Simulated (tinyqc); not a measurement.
Four, six or eight bands for the holes: eight-band Kane k.p model.

Eight-band Kane model, basis S, X, Y, Z times spin, zero of energy at the top of the unstrained valence band, c = hbar^2/2m0. Within each spin: H_SS = Eg + A c k^2, H_SX = i P kx (likewise Y, Z), H_XX = -Dso/3 + L kx^2 + M (ky^2 + kz^2), H_XY = N kx ky, and cyclic. Spin-orbit term (Dso/3) L.sigma on X, Y, Z with (L_k)_ij = -i epsilon_kij: <X+|H|Y+> = -i Dso/3, <X+|H|Z-> = Dso/3, <Y+|H|Z-> = -i Dso/3, <Z+|H|X-> = -Dso/3, <Z+|H|Y-> = i Dso/3, <X-|H|Y-> = i Dso/3, and their conjugates; + and - are the spin along z. Terms from inversion asymmetry are left out, so every level is twofold.

P = sqrt(Ep c); A = 1/me - Ep (Eg + 2 Dso/3)/(Eg (Eg + Dso)) keeps the electron mass; g1' = g1 - Ep/(3 Eg), g2' = g2 - Ep/(6 Eg), g3' = g3 - Ep/(6 Eg) remove the coupling to S that the Luttinger values already hold; L = -c (g1' + 4 g2'), M = -c (g1' - 2 g2'), N = -6 c g3'.

Constants: hbar^2/2m0 = 3.80998211 eV angstrom^2.

Values chosen for the exercise (near those of CdTe; shifted at random, so the results belong to these values and not to a real crystal):
- Eg = 1.584 eV (gap at Gamma to the s-like level)
- Dso = 0.931 eV (spin-orbit splitting)
- Ep = 18.5 eV (Kane energy)
- me = 0.0954 m0 (electron mass at Gamma)
- g1 = 5.33 (Luttinger gamma1)
- g2 = 1.69 (gamma2)
- g3 = 2 (gamma3)
- kmax = 0.08 1/angstrom (end of the path)

Unstrained, along [110]. Six bands: the X, Y, Z block alone with the full g1, g2, g3 in L, M, N. Four bands: the same with Dso sent to infinity. HH, LH and SO name the pairs from the top.

Valence levels (eV):

| \|k\| (1/angstrom) | HH 4 | HH 6 | HH 8 | LH 4 | LH 6 | LH 8 | SO 6 | SO 8 |
|---|---|---|---|---|---|---|---|---|
| 0.0133 | -0.0010 | -0.0010 | -0.0010 | -0.0062 | -0.0062 | -0.0062 | -0.9346 | -0.9336 |
| 0.0267 | -0.0040 | -0.0040 | -0.0040 | -0.0249 | -0.0246 | -0.0243 | -0.9457 | -0.9416 |
| 0.0400 | -0.0090 | -0.0090 | -0.0090 | -0.0560 | -0.0548 | -0.0533 | -0.9647 | -0.9550 |
| 0.0533 | -0.0160 | -0.0160 | -0.0159 | -0.0995 | -0.0957 | -0.0914 | -0.9927 | -0.9741 |
| 0.0667 | -0.0250 | -0.0249 | -0.0249 | -0.1555 | -0.1459 | -0.1367 | -1.0310 | -0.9992 |
| 0.0800 | -0.0360 | -0.0358 | -0.0358 | -0.2240 | -0.2036 | -0.1874 | -1.0815 | -1.0307 |

At |k| = 0.0800 the heavy holes of the three models span 0.2 meV and the light holes 36.6 meV. The split-off band moves the light hole by +20.4 meV and treating the conduction band exactly moves it by +16.2 meV more; the split-off band matters more here, where the four-band light-hole energy is 0.24 times Dso and 0.14 times Eg.

Computed by tinyqc, a small Python program: `OMP_NUM_THREADS=1 python tinyqc.py 1080274 1080275 out.jsonl` (the numbers bound the seed that draws the inputs); one thread of a shared host (Intel(R) Xeon(R) Processor @ 2.30GHz), about 0.01 s for the whole set of steps.
